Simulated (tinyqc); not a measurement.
Length of a molecular wire: coherent transport through a tight-binding bridge. Computed by the program tinyqc. 

A uniform bridge between two chains:
```
parameter,value
site energy (eV),0.670000
hopping in the bridge (eV),0.960000
lead hopping (eV),1.780000
couplings (eV),"0.69, 0.38"
E (eV),-0.130000
```

T = Gamma_L Gamma_R |G_1n|^2 with the self-energies of semi-infinite chains.

Transmission against length:
```
sites,T,ln T
2,4.5641e-01,-0.7844
3,7.6447e-02,-2.5712
4,1.9145e-01,-1.6531
5,2.1777e-01,-1.5243
6,7.5336e-02,-2.5858
7,3.8904e-01,-0.9441
8,1.2719e-01,-2.0621
9,8.5787e-02,-2.4559
10,7.0870e-01,-0.3443
```

E lies inside the band of the bridge (|E - e|/2h = 0.417 < 1): T does not decay but oscillates with length, between 0.075 and 0.709 here, as levels of the bridge pass E.
